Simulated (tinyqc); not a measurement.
On-chip interconnect, size-dependent resistivity and RC delay: one step of the calculation.

A rectangular line between two neighbours and two ground planes. Surface and grain-boundary scattering are added to the bulk resistivity as corrections; capacitances are parallel-plate values without fringing; inductance is ignored.

Question. Node voltages after a time step. A 1 V step is applied behind Rd at t = 0. C dv/dt = -G v + b, with G the conductance matrix of the ladder (1/Rs between neighbours, 1/Rd added at node 0) and b = (1 V/Rd, 0, ...). Trapezoidal step: (C/dt + G/2) v(new) = (C/dt - G/2) v + b.

Parameters, values chosen for the exercise: driver resistance Rd = 2000 ohm; time step dt = 0.97 ps.

Rs = 15.933001 ohm

| node | C (fF) | v at t = 1 dt (V) |
|---|---|---|
| 0 | 0.23813196 | 0.15933633 |
| 1 | 0.47626392 | 0.14591917 |
| 2 | 0.47626392 | 0.13478507 |
| 3 | 0.47626392 | 0.12575981 |
| 4 | 0.47626392 | 0.11870219 |
| 5 | 0.47626392 | 0.11350178 |
| 6 | 0.47626392 | 0.11007723 |
| 7 | 0.47813196 | 0.10837494 |

Give: v at t = 2 dt.

Answer.

| node | v at t = 2 dt (V) |
|---|---|
| 0 | 0.23342 |
| 1 | 0.23461 |
| 2 | 0.23491 |
| 3 | 0.23466 |
| 4 | 0.23415 |
| 5 | 0.23359 |
| 6 | 0.23314 |
| 7 | 0.23288 |

Computed by the program tinyqc: `OMP_NUM_THREADS=1 python tinyqc.py 2100038 2100039 out.jsonl`, one thread of a shared Intel Xeon 2.30GHz, about 0.01 s for the whole run.
